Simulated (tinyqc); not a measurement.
Inside a calculation. Model: off-state leakage of single and stacked transistors.

Numbers from tinyqc (`OMP_NUM_THREADS=1 python tinyqc.py 2242081 2242082 out.jsonl`; about 0.03 s on one thread of a shared Intel Xeon 2.30GHz). Printed values are rounded.

n-channel devices of unit width. Subthreshold current I(Vg, Vs, Vd) = I0 (T/300 K)^0.5 exp[(Vg - Vs - VT(T) - gb (Vs - Vb) + dd (Vd - Vs))/(nf Vt)] (1 - exp(-(Vd - Vs)/Vt)), VT(T) = VT - cT (T - 300 K). Gate-edge tunnelling Ig (Vd/1 V) exp(ag (Vd - 1 V)), for a gate at 0 V, and band-to-band leakage Ab u exp(-Bb/u), u = Vd - Vb + 1 V, flow at a drain held at V; both are taken as independent of T. In a stack of off transistors (all gates at 0 V) the same subthreshold current passes through each.

Values chosen for this exercise; values of the order met in bulk silicon logic transistors: temperature T = 378 K; supply voltage V = 0.7 V; threshold at 300 K, zero drain and body bias VT = 0.44 V; fall of the threshold with temperature cT = 0.6 mV/K; current at threshold at 300 K I0 = 0.11 uA/um; slope factor nf = 1.39; drain-induced lowering per volt dd = 0.04; rise of the threshold per volt of source-body bias gb = 0.15; gate-edge tunnelling current at 1 V Ig = 3e-5 uA/um; exponential slope of the gate current ag = 4.4 1/V; prefactor of band-to-band leakage at the drain Ab = 10 uA/(um V); its exponential voltage Bb = 18 V; body voltage Vb = 0 V.

Constants: q = 1.602176634e-19 C, kB = 1.380649e-23 J/K, Vt = kB T/q. Results are converted to the units shown.

## Leakage of one transistor

Vg = Vs = 0, Vd = V; effective threshold VT(T) - gb Vb - dd V.

effective threshold = 0.3652 V
parts (nA/um): subthreshold 0.0387806, gate edge 0.00560984, band-to-band 0.428585
total = 0.472975 nA/um
shares (%): subthreshold 8.19929, gate edge 1.18608, band-to-band 90.6146

The band-to-band part is the largest.

## Starting value

Vx = dd V/(1 + gb + 2 dd), the solution for Vx well above Vt, rounded to three decimals.

Vx at the start = 0.023 V

## Iteration 1: new Vx

Stack of two, Vx the node between them: I_low = I(0, 0, Vx), I_up = I(0, Vx, V), f = ln(I_up/I_low), f' = -(1 + gb + 2 dd)/(nf Vt) - 1/(Vt (exp(Vx/Vt) - 1)) - 1/(Vt (exp((V - Vx)/Vt) - 1)), Vx(new) = Vx - f/f'.

I_low = 0.0107991 nA/um
I_up = 0.0211877 nA/um
f = 0.673960
f' = -57.0859 1/V
Vx after iteration 1 = 0.0348061 V

## Iteration 2: new Vx

As before.

I_low = 0.0141457 nA/um
I_up = 0.0155355 nA/um
f = 0.0937199
f' = -43.2297 1/V
Vx after iteration 2 = 0.0369740 V

## Course of the iteration

Stop when the step is below 1e-11 V, or after 40 iterations.

Course of the iteration:

| iteration | Vx before the step (V) | step (V) |
|---|---|---|
| 1 | 0.023 | 0.0118 |
| 2 | 0.0348061 | 2.17e-3 |
| 3 | 0.0369740 | 4.05e-5 |
| 4 | 0.0370145 | 1.29e-8 |
| 5 | 0.0370145 | 1.31e-15 |

Converged in 5 iterations. The subthreshold current of the stack is 0.01466 nA/um, 2.65 times less than that of one transistor (the drain leakage is unchanged); the estimate exp[dd V (1 + gb + dd)/((1 + gb + 2 dd) nf Vt)] gives 1.82.
